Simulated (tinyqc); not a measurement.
Extrapolating accelerated tests: lateral field, substrate current, probability of reaching the oxide barrier and hot-carrier lifetime of a silicon transistor (pseudo-two-dimensional and lucky-electron models). Computed by tinyqc, a small Python program. Command: `OMP_NUM_THREADS=1 python tinyqc.py 3025713 3025714 out.jsonl hotcar walk`. One thread of a shared host (Intel(R) Xeon(R) Processor @ 2.30GHz), about 0.01 s of CPU time with the checks.

Local-field models: a lucky carrier gains its energy at the peak field over a path free of collisions. Voltages are magnitudes.

Inputs (values chosen for the exercise, modelled on a silicon n-channel):

| quantity | value | unit |
|---|---|---|
| channel length L | 1400 | nm |
| oxide thickness t | 34 | nm |
| junction depth x_j | 220 | nm |
| mobility mu | 310 | cm^2/(V s) |
| saturation velocity v_s | 0.86 | 1e7 cm/s |
| threshold voltage V_T | 0.57 | V |
| gate voltage V_G | 4.1 | V |
| drain voltage V_D | 7.3 | V |
| ionisation prefactor A_i | 1.8e+06 | 1/cm |
| ionisation field B_i | 1.77 | MV/cm |
| hot-carrier mean free path lambda | 8.1 | nm |
| oxide barrier phi_b | 3.1 | eV |
| interface-trap threshold phi_it | 3.6 | eV |
| lifetime constant H | 10 | s microampere/micrometre |

Drain: abrupt.

Constants: eps_0 = 8.8541878128e-12 F/m.

Method:
- C_ox = 3.9 eps_0/t; F_sat = 2 v_s/mu; V_Dsat = V_ov F_sat L/(V_ov + F_sat L), V_ov = V_G - V_T; I_D/W = C_ox v_s (V_ov - V_Dsat).
- Scale length l = 0.22 t^(1/3) x_j^(1/2) (all in cm); F_m = sqrt(((V_D - V_Dsat)/l_e)^2 + F_sat^2), with l_e = l; length of the velocity-saturated region l_e ln((V_D - V_Dsat)/(l_e F_sat) + F_m/F_sat).
- Substrate current I_sub/I_D = (A_i/B_i)(V_D - V_Dsat) exp(-B_i/F_m); probability of reaching the oxide barrier exp(-phi_b/(e lambda F_m)); lifetime tau = (H/(I_D/W)) exp(phi_it/(e lambda F_m)).
- V_10 solves tau = 3.156e8 s at the given V_G. The extrapolation fits ln(tau) against 1/V_D at 1, 1.08, 1.16 and 1.25 times the given V_D (rounded to 3 digits) by least squares and reads off the same tau.

V_Dsat = 2.42705 V

Stress points:

| V_D (V) | 1/V_D (1/V) | tau (s) |
|---|---|---|
| 7.30 | 0.13699 | 1.1712e+05 |
| 7.88 | 0.12690 | 2.7633e+04 |
| 8.47 | 0.11806 | 8.3721e+03 |
| 9.12 | 0.10965 | 2.8476e+03 |

ten-year drain voltage V_10 = 5.4657 V

V_10 from the 1/V_D extrapolation = 5.1201 V

What follows from these numbers?

The extrapolation is 346 mV below the true value: ln(tau) is nearly linear in 1/(V_D - V_Dsat), not in 1/V_D, so the straight line errs on the safe side when one extrapolates down.

Extremes, crossings and ranges named in words are read from the listed rows.
